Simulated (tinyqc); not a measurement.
Thermal stress, cracking, delamination and buckling of a thin film; Griffith cracks and misfitting inclusions: one step, computed by the program tinyqc. Command: `OMP_NUM_THREADS=1 python tinyqc.py 3014515 3014516 out.jsonl filmcrack walk`. One thread of a shared host (Intel(R) Xeon(R) Processor @ 2.30GHz), about 0.01 s of CPU time with the checks.

Isotropic linear elasticity; the substrate is much thicker than the film; stress is positive in tension.

Problem. Channel cracks and edge delamination. Channel crack through the film: G = pi g G0, critical thickness where G = Gamma_f. Steady delamination from an edge: G = G0, critical thickness where G = Gamma_i.

Inputs (values chosen for the exercise, modelled on a copper film on silicon):
```
quantity                     value        unit
deposition temperature T_d     425           K
final temperature T            300           K
film thickness h               1.2  micrometre
film toughness Gamma_f        3.28       J/m^2
interface toughness Gamma_i    1.5       J/m^2
```

factor g = 1.199842

G0 = 0.02497653 J/m^2

Give: driving force for channelling; critical thickness for channelling; critical thickness for delamination.

Solution.

driving force for channelling = 0.094147 J/m^2

critical thickness for channelling = 41.807 micrometre

critical thickness for delamination = 72.068 micrometre

As the film thickens, channel cracking comes first. At h the film is safe against both. Caution: plastic flow makes a ductile metal film far tougher than the brittle value used here.
